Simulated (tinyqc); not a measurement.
Interface roughness in a thin film (subband fluctuation and scattering), step by step. Values are carried at full precision from step to step, so a last printed digit may differ when a step is redone from the rounded ones.

Square well of width t, barriers V0, c = hbar^2/2m0: E1 solves k t + 2 atan[(k/mz)/(kappa/mb)] = pi, k = sqrt(mz E/c), kappa = sqrt(mb (V0 - E)/c). One interface is rough, so the subband edge fluctuates by G dt with G = |dE1/dt| (central difference of 0.01 angstrom; 2 E1/t for hard walls).

Constants: hbar^2/2m0 = 3.80998211 eV angstrom^2; e^2/(4 pi eps0) = 14.39964547 eV angstrom; hbar = 6.58211957e-16 eV s.

Parameters, chosen for this exercise (near those of a thin Si channel on (100), two-fold valleys; the results hold for these values, not for the real material): t = 28 angstrom (film thickness); mz = 0.939 m0 (confinement mass); V0 = 3.09 eV (barrier); mb = 0.5 m0 (barrier mass); D = 1.8 angstrom (rms height of the roughness); md = 0.187 m0 (mass in the plane); gv = 2 (valleys); Lc = 20 angstrom (correlation length); Ns = 2.5 x 1e12/cm^2 (sheet density); eps = 7.9 (mean dielectric constant at the channel); Lg = 120 angstrom (gate length); Wg = 400 angstrom (gate width).

## Sensitivity of the level to thickness

Give E1, G, the hard-wall values and the rms fluctuation G D.

E1 = 45.46 meV
G = |dE1/dt| = 3.0616 meV/angstrom

hard walls: E1 (meV) and G (meV/angstrom): [51.079, 3.648]

G D = 5.51 meV

Hard walls overstate G by a factor 1.19, and the scattering rate, which goes as G^2, by 1.42.

## The angular integrand

Gaussian roughness spectrum S(q) = pi D^2 Lc^2 exp(-q^2 Lc^2/4). Degenerate gas, taken to fill one subband (the second starts to fill once c kF^2/md exceeds E2 - E1, which is not tested here): kF = sqrt(2 pi Ns/gv), q = 2 kF sin(theta/2), 1/tau = (md/(2 pi c hbar)) G^2 times the integral from 0 to pi of S(q)(1 - cos theta)/eps(q)^2 dtheta, eps(q) = 1 + qs/q with screening (qs = gv md q0/(c eps), q0 = e^2/(4 pi eps0), form factors left out, which overstates the screening; other scattering is left out too, so these values lie far above measured mobilities in all but the thinnest films) or 1 without; mobility = tau c2/md with c2 = e/m0 = 1.75882e15 cm^2/(V s^2); 1e12/cm^2 = 1e-4/angstrom^2.

kF, qs, and exp(-q^2 Lc^2/4)(1 - cos theta) without and with the factor 1/eps^2 at theta = 30, 60, ..., 180 degrees.

kF = 0.02802 1/angstrom
qs = 0.1789 1/angstrom

Integrand:
```
theta  q (1/angstrom)   bare  eps(q)  screened
30             0.0145  0.131   13.33  0.000738
60             0.0280  0.462    7.38   0.00848
90             0.0396  0.855    5.51    0.0281
120            0.0485   1.19    4.69    0.0540
150            0.0541   1.39    4.30    0.0751
180            0.0560   1.46    4.19    0.0831
```

kF Lc = 0.56: the roughness is short-ranged for these electrons, and back-scattering dominates.

## Scattering time and mobility

Integrate over theta.

Results:
```
case      integral   tau (fs)  mobility (cm^2/(V s))
bare         2.490      886.7                   8340
screened    0.1089  2.028e+04              1.907e+05
```

Screening raises the mobility by a factor 22.9. With it kF l = 986, so by this rate the carriers are far from localisation. Phonons, and the gate field that presses carriers to the wall, limit real channels far below this value.

## Threshold variation

Averaged over an area A = Lg Wg much larger than Lc^2, the thickness varies by D sqrt(pi Lc^2/A), so sigma(Vt) = G D Lc sqrt(pi/A)/e; the Pelgrom coefficient is sigma sqrt(A) (1 micrometre = 1e4 angstrom).

rms of the mean thickness = 0.291 angstrom
sigma(Vt) = 0.892 mV
coefficient = 0.0195 mV micrometre

The electrostatic effect of the thickness is left out.

## Checks

- G from the envelope at the wall, psi(t/2)^2 (E1 + c mz (kappa/mb)^2), against the difference quotient, meV/angstrom: both 3.062.
- Bare integral for Lc -> 0 against pi: both 3.1416.

Run: tinyqc, `OMP_NUM_THREADS=1 python tinyqc.py 1250972 1250973 out.jsonl`; Intel(R) Xeon(R) Processor @ 2.30GHz, one thread, shared host; about 0.01 s of CPU time with all checks.
